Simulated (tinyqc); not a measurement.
Precursor delivery by bubblers, mass-transport growth and the solid composition of a III-V alloy: one step, computed by the program tinyqc. Command: `OMP_NUM_THREADS=1 python tinyqc.py 3027339 3027340 out.jsonl movpe_thermo walk`. One thread of a shared host (Intel(R) Xeon(R) Processor @ 2.30GHz), about 0.01 s of CPU time with the checks.

1 sccm = 44.615 micromol/min; 1 torr = 133.322 Pa. The sources decompose fully at the surface.

Task: Mass transport. Mean velocity u = (F_t/A)(760/p)(T/273); D = D0 (T/273)^1.75 (760/p); boundary layer delta = sqrt(pi D z/u); flux = D dp/(delta k_B T); growth rate = flux x a^3/4.

Inputs (values chosen for the exercise, modelled on trimethylgallium (source 1) and trimethylindium (source 2) for the vapour pressures): total flow F_t = 25 slm; reactor pressure p = 40 torr; growth temperature T = 820 K; diffusivity at 273 K and 760 torr = 0.3 cm^2/s; flow cross-section A = 29 cm^2; distance from the leading edge z = 11 cm; lattice constant a = 5.91 angstrom.

Constants: k_B = 1.380649e-23 J/K.

Give: velocity u; D; boundary layer delta; growth rate per torr of group III.

Result:

velocity u = 819.97 cm/s

D = 39.063 cm^2/s

boundary layer delta = 1.2831 cm

growth rate per torr of group III = 666.07 micrometre/(h torr)
